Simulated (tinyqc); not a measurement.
Inside a calculation. Model: sheet resistance and Hall data of a diffused or implanted layer. Computed by tinyqc, a small Python program that keeps every step. Command: `OMP_NUM_THREADS=1 python tinyqc.py 3029589 3029590 out.jsonl layer walk`. One thread of a shared host (Intel(R) Xeon(R) Processor @ 2.30GHz), about 0.01 s of CPU time with the checks. Intermediate numbers are printed to about 7 digits and carried at full precision; extremes and crossings named in words are read from the listed rows.

Carriers are taken equal to the net active doping down to the junction (full ionisation, which deep dopants in wide-gap hosts do not reach; no spill-over, no depletion), and the Hall factor is 1.

Inputs (values chosen for the exercise, modelled on boron in silicon):

| quantity | value | unit |
|---|---|---|
| mu_min | 46.7 | cm^2/(V s) |
| mu_max | 463 | cm^2/(V s) |
| N_ref | 2.2e+17 | 1/cm^3 |
| exponent alpha | 0.73 | - |
| peak concentration N_0 | 1.8e+19 | 1/cm^3 |
| length scale l | 11 | nm |
| background doping N_B (opposite type) | 1.7e+14 | 1/cm^3 |
| probe current I | 2 | mA |
| magnetic field B | 1 | T |

Profile: Gaussian at the surface. Activation: complete.

Constants: e = 1.602176634e-19 C.

## Dose and junction depth

N(x) = N_0 exp(-x^2/l^2), dose N_0 l sqrt(pi)/2, junction x_j = l sqrt(ln(N_0/N_B)).

dose = 1.754729e+13 1/cm^2

junction depth x_j = 37.41631 nm

## Profile

Mobility mu = mu_min + (mu_max - mu_min)/(1 + (N_t/N_ref)^alpha), N_t = active doping + N_B; carriers n = active doping - N_B, all dopants active. sigma = e n mu.

Depth, doping, carriers, mobility and conductivity at 2, 10, 20, 35, 50, 65, 80, 90 and 98 % of the layer:

| x (nm) | N (1/cm^3) | n (1/cm^3) | mu (cm^2/(V s)) | sigma (S/cm) |
|---|---|---|---|---|
| 0.74833 | 1.791689e+19 | 1.791672e+19 | 62.8191 | 1.803269e+02 |
| 3.74163 | 1.603335e+19 | 1.603318e+19 | 64.1235 | 1.647204e+02 |
| 7.48326 | 1.133130e+19 | 1.133113e+19 | 68.8803 | 1.250485e+02 |
| 13.09571 | 4.362462e+18 | 4.362292e+18 | 88.9548 | 6.217196e+01 |
| 18.70815 | 9.978531e+17 | 9.976831e+17 | 150.3652 | 2.403535e+01 |
| 24.32060 | 1.356078e+17 | 1.354378e+17 | 291.1414 | 6.317630e+00 |
| 29.93305 | 1.094928e+16 | 1.077928e+16 | 420.6826 | 7.265317e-01 |
| 33.67468 | 1.531671e+15 | 1.361671e+15 | 451.3676 | 9.847203e-02 |
| 36.66798 | 2.688017e+14 | 9.880165e+13 | 458.5977 | 7.259497e-03 |

The mobility varies by a factor 7.3 across these points and the conductivity by 24800.

## Sheet values

Integrals from x_0 (0 unless stated) to x_j by the midpoint rule on 400 even intervals: 1/R_s = e int n mu dx; sheet density n_s = int n dx; Hall sheet density (int n mu dx)^2/int n mu^2 dx; Hall mobility int n mu^2 dx/int n mu dx. Mean conductivity 1/(R_s x_j); mean mobility 1/(e n_s R_s).

sheet resistance R_s = 4889.099 ohm

sheet density n_s = 1.754663e+13 1/cm^2

mean mobility = 72.75570 cm^2/(V s)

Hall sheet density = 1.596057e+13 1/cm^2

Hall mobility = 79.98570 cm^2/(V s)

mean conductivity 1/(R_s x_j) = 54.66511 S/cm

Carriers amount to 100.0 % of the dose. A Hall measurement weights the mobile tail and reports 91.0 % of n_s.

## What the probes read

Collinear four-point probe on a large thin layer: V = I R_s ln(2)/pi. Van der Pauw on a symmetric sample: R = R_s ln(2)/pi as well. Hall voltage V_H = I B/(e x Hall sheet density); tangent of the Hall angle V_H/(I R_s).

four-point voltage = 2157.419 mV

Hall voltage = 78.21161 mV

tangent of the Hall angle = 0.007998570

Caution: the four-point voltage exceeds 1 V, where heating and junction leakage disturb the reading; a real measurement would use a smaller current.

## Shortcuts against the integral

Shortcuts: R_s = 1/(e Q mu) with the dose Q and the mobility at the (active) peak concentration; 1/(e n_s mu) with mu at N_t = n_s/x_j + N_B; 1/(e Q mu_max).

Sheet resistances:

| method | R_s (ohm) | deviation (%) |
|---|---|---|
| integral | 4889.099 | 0.00000 |
| dose, mobility at the peak | 5666.950 | 15.90990 |
| n_s, mobility at the mean concentration | 4088.962 | -16.36575 |
| dose, mu_max | 768.243 | -84.28662 |

The closest shortcut is «dose, mobility at the peak» (+15.9 %). The peak mobility is the lowest in the layer, so with full activation it overestimates R_s.

## Stripping the layer step by step

After removing a depth d the integrals start at d. Differences between neighbouring rows give the local conductivity -d(1/R_s)/dx at the middle of the slice (the last slice uses one more step, not listed).

Differential sheet resistance:

| removed d (nm) | R_s (ohm) | slice conductivity (S/cm) | sigma at mid-slice (S/cm) |
|---|---|---|---|
| 0.0 | 4889 | 175.5849 | 176.8671 |
| 3.7 | 7165 | 146.7366 | 147.3277 |
| 7.4 | 11726 | 103.8874 | 103.7115 |
| 11.1 | 21350 | 64.0467 | 63.5317 |
| 14.8 | 43211 | 35.4631 | 35.0093 |
| 18.5 | 99793 | 17.5405 | 17.2408 |
| 22.2 | 283229 | 7.0749 | 6.8466 |
| 25.9 | 1095311 | 2.0320 | 1.8888 |

R_s doubles after removing between 3.70 and 7.40 nm of a layer 37.4 nm deep, so half the current flows above that depth. Where sigma exceeds a tenth of its largest listed value, the slice values agree with it within 2 %.

Checks made by the program: conductance integral against adaptive quadrature (relative difference 1e-09).
